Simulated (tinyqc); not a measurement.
Lifetime from the low-frequency admittance.

Problem. At low frequency a p+-n diode with a base of width wb has C_diff/G = (tau/2)(1 - 2 x/sinh 2x), x = wb/sqrt(Dp tau). Find tau, x and the limit of C_diff/G for infinite lifetime, wb^2/(3 Dp).

Values chosen for this exercise: hole diffusion coefficient Dp = 6.2 cm^2/s; width of the neutral base wb = 17 um.

G = 0.076542842 S/cm^2
C_diff = 0.0033866082 uF/cm^2

Answer. The ratio rises steadily with tau from tau/2 (long base) towards wb^2/(3 Dp) (short base), so one lifetime matches as long as the ratio is below that limit.

tau = 1.000e-7 s
x = 2.159
limit of C_diff/G = 1.554e-7 s

Program tinyqc, `OMP_NUM_THREADS=1 python tinyqc.py 2890191 2890192 out.jsonl`; Intel Xeon 2.30GHz, shared host, one thread, about 0.01 s.
